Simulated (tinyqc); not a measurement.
Worked calculation: coupled-perturbed Hartree-Fock on RHF in the 3-21g basis, for H2, spin multiplicity 1. The polarisability along this axis is zero because the basis has no function that the field can mix in; the real value is not. Computed by tinyqc, a small Python program that keeps every step (integrals from PySCF). Settings: charge = 0, multiplicity = 1, basis = 3-21g, method = RHF, energy threshold = 1e-10, iteration cap = 84, orthogonalisation = canonical, start = Wolfsberg-Helmholz matrix, DIIS depth = 6. Command: `OMP_NUM_THREADS=1 python tinyqc.py 21096 21097 out.jsonl` (the two numbers bound the seeds that draw the settings). One thread of a shared host (Intel(R) Xeon(R) Processor @ 2.60GHz), about 0.1 s of CPU time with the checks. The early iterations of the SCF are left out here.

## One-electron integrals

Geometry (angstrom):
```
atom       x       y       z
H     0.0000  0.0000  0.0000
H     0.0000  0.0000  0.7780
```

Basis 3-21g: exponents (1/bohr^2) and contraction coefficients of normalised primitives:
```
element  l (shell)  exponent  coefficient
H            s (1)    5.4472       0.1563
H            s (1)    0.8245       0.9047
H            s (2)    0.1832       1.0000
```

Overlap, kinetic and nuclear-attraction integrals over the contracted functions; the nuclear repulsion is the sum of Za Zb / Rab.

nuclear repulsion = 0.680176 hartree

overlap S, order 1H 1s, 1H 2s, 2H 1s, 2H 2s:
```
[[1.0000, 0.6459, 0.3692, 0.4658],
 [0.6459, 1.0000, 0.4658, 0.8204],
 [0.3692, 0.4658, 1.0000, 0.6459],
 [0.4658, 0.8204, 0.6459, 1.0000]]
```

kinetic energy T (hartree), order 1H 1s, 1H 2s, 2H 1s, 2H 2s:
```
[[1.5494, 0.2932, 0.1646, 0.1652],
 [0.2932, 0.2748, 0.1652, 0.1957],
 [0.1646, 0.1652, 1.5494, 0.2932],
 [0.1652, 0.1957, 0.2932, 0.2748]]
```

nuclear attraction V (hartree), order 1H 1s, 1H 2s, 2H 1s, 2H 2s:
```
[[-2.3969, -1.2066, -0.8612, -0.9024],
 [-1.2066, -1.2216, -0.9024, -1.0509],
 [-0.8612, -0.9024, -2.3969, -1.2066],
 [-0.9024, -1.0509, -1.2066, -1.2216]]
```

core Hamiltonian H = T + V (hartree), order 1H 1s, 1H 2s, 2H 1s, 2H 2s:
```
[[-0.8475, -0.9135, -0.6965, -0.7372],
 [-0.9135, -0.9468, -0.7372, -0.8552],
 [-0.6965, -0.7372, -0.8475, -0.9135],
 [-0.7372, -0.8552, -0.9135, -0.9468]]
```

## Two-electron integrals

Functions are numbered as in S; the eight-fold symmetry (ij|kl) = (ji|kl) = (kl|ij) leaves the list below.

Two-electron integrals (ij|kl) in chemists' order, unique and non-zero (hartree):
```
(11|11) 1.1401   (21|11) 0.6114   (21|21) 0.3452   (22|11) 0.6264
(22|21) 0.3803   (22|22) 0.4830   (31|11) 0.3445   (31|21) 0.1958
(31|22) 0.2171   (31|31) 0.1428   (32|11) 0.3227   (32|21) 0.1949
(32|22) 0.2413   (32|31) 0.1498   (32|32) 0.1789   (33|11) 0.6499
(33|21) 0.4009   (33|22) 0.5110   (33|31) 0.3445   (33|32) 0.4337
(33|33) 1.1401   (41|11) 0.4337   (41|21) 0.2458   (41|22) 0.2725
(41|31) 0.1498   (41|32) 0.1524   (41|33) 0.3227   (41|41) 0.1789
(42|11) 0.4866   (42|21) 0.2973   (42|22) 0.3835   (42|31) 0.1878
(42|32) 0.2202   (42|33) 0.4866   (42|41) 0.2202   (42|42) 0.3250
(43|11) 0.4009   (43|21) 0.2465   (43|22) 0.3171   (43|31) 0.1958
(43|32) 0.2458   (43|33) 0.6114   (43|41) 0.1949   (43|42) 0.2973
(43|43) 0.3452   (44|11) 0.5110   (44|21) 0.3171   (44|22) 0.4261
(44|31) 0.2171   (44|32) 0.2725   (44|33) 0.6264   (44|41) 0.2413
(44|42) 0.3835   (44|43) 0.3803   (44|44) 0.4830
```

## Orthogonalisation

S = U s U^T; canonical form X = U s^(-1/2), so that X^T S X = 1. Each column of U has its largest component positive (the first on a tie).

eigenvalues of S: [0.1165, 0.4605, 0.6939, 2.7291]

X, order 1H 1s, 1H 2s, 2H 1s, 2H 2s:
```
[[-0.6847, 0.8068, 0.8012, 0.2709],
 [1.9549, -0.6595, 0.2806, 0.3314],
 [0.6847, 0.8068, -0.8012, 0.2709],
 [-1.9549, -0.6595, -0.2806, 0.3314]]
```

## Iteration 8 (converged): orbitals

converged F (hartree), order 1H 1s, 1H 2s, 2H 1s, 2H 2s:
```
[[0.1139, -0.4925, -0.5164, -0.5018],
 [-0.4925, -0.3505, -0.5018, -0.3988],
 [-0.5164, -0.5018, 0.1139, -0.4925],
 [-0.5018, -0.3988, -0.4925, -0.3505]]
```

Diagonalise F' = X^T F X, C = X C', fill 1 alpha and 1 beta electrons from the bottom; D = 2 C_occ C_occ^T. Each column has its largest component positive (the first on a tie).

F' = X^T F X (hartree):
```
[[0.9099, 0.0000, -0.6130, 0.0000],
 [0.0000, 0.9405, 0.0000, -0.0248],
 [-0.6130, 0.0000, 0.8250, 0.0000],
 [0.0000, -0.0248, 0.0000, -0.5808]]
```

orbital energies (hartree): [-0.5812, 0.2530, 0.9409, 1.4820]

coefficients C, order 1H 1s, 1H 2s, 2H 1s, 2H 2s:
```
[[0.2840, 0.1186, 0.8023, -1.0472],
 [0.3206, 1.5389, -0.6648, 1.2379],
 [0.2840, -0.1186, 0.8023, 1.0472],
 [0.3206, -1.5389, -0.6648, -1.2379]]
```

D after iteration 8, order 1H 1s, 1H 2s, 2H 1s, 2H 2s:
```
[[0.1613, 0.1821, 0.1613, 0.1821],
 [0.1821, 0.2056, 0.1821, 0.2056],
 [0.1613, 0.1821, 0.1613, 0.1821],
 [0.1821, 0.2056, 0.1821, 0.2056]]
```

## Convergence

Stop when the energy changes by less than 1e-10 hartree and every element of the error matrix X^T (F D S - S D F) X is below 3e-06.

Course of the cycle:
```
iteration  E (hartree)     change  largest element of the error matrix
1            -1.101631          -                             2.28e-01
2            -1.121290  -1.97e-02                             3.27e-02
3            -1.121700  -4.10e-04                             7.01e-05
4            -1.121700  -1.56e-09                             2.94e-05
5            -1.121700  -2.00e-10                             1.86e-05
6            -1.121700  -6.20e-11                             1.36e-05
7            -1.121700  -2.70e-11                             1.08e-05
8            -1.121700  -4.45e-11                             1.02e-08
```

PySCF RHF in the same basis = -1.121700 hartree

Converged in 8 iterations.

## Integrals over molecular orbitals

(pq|rs) = sum C_ip C_jq C_kr C_ls (ij|kl), one index at a time.

one-electron integrals over orbitals h = C^T H C (hartree):
```
[[-1.2207, 0.0000, -0.1612, 0.0000],
 [0.0000, -0.5667, 0.0000, 0.2051],
 [-0.1612, 0.0000, -0.0589, 0.0000],
 [0.0000, 0.2051, 0.0000, 0.3025]]
```

Two-electron integrals over orbitals (pq|rs), unique and non-zero (hartree):
```
(11|11) 0.6396    (21|21) 0.0930    (22|11) 0.4564    (22|22) 0.4119
(31|11) 0.1612    (31|22) 0.0582    (31|31) 0.1115    (32|21) -0.0128
(32|32) 0.0349    (33|11) 0.5557    (33|22) 0.4117    (33|31) 0.1318
(33|33) 0.5071    (41|21) -0.0805   (41|32) -0.0311   (41|41) 0.1274
(42|11) -0.1428   (42|22) -0.0612   (42|31) -0.0789   (42|33) -0.1111
(42|42) 0.0739    (43|21) -0.0988   (43|32) -0.0119   (43|41) 0.1266
(43|43) 0.1486    (44|11) 0.6534    (44|22) 0.4686    (44|31) 0.1989
(44|33) 0.5828    (44|42) -0.1704   (44|44) 0.7328
```

## Response to a field: uncoupled start

dipole integrals <a|y|i> (bohr), order a2, a3, a4:
```
[[0.0000],
 [0.0000],
 [0.0000]]
```

Field along y; U_ai = -mu_ai / (e_a - e_i), alpha = -4 sum U_ai mu_ai.

uncoupled U, order a2, a3, a4:
```
[[0.0000],
 [0.0000],
 [0.0000]]
```

uncoupled polarisability = 0.0000 bohr^3

## Coupled step 1

U_ai = -(mu_ai + sum_bj [4 (ai|bj) - (ab|ij) - (aj|bi)] U_bj) / (e_a - e_i); alpha = -4 sum U_ai mu_ai.

U after step 1, order a2, a3, a4:
```
[[0.0000],
 [0.0000],
 [0.0000]]
```

polarisability = 0.0000 bohr^3

## Coupled polarisability

Repeat until U stops changing; compare with -d2E/dF2.

Course of the coupled iterations:
```
step  alpha (bohr^3)
0             0.0000
1             0.0000
```

coupled polarisability = 0.0000 bohr^3

finite-field check, fields of +/-0.001 au = 1.33e-09 bohr^3
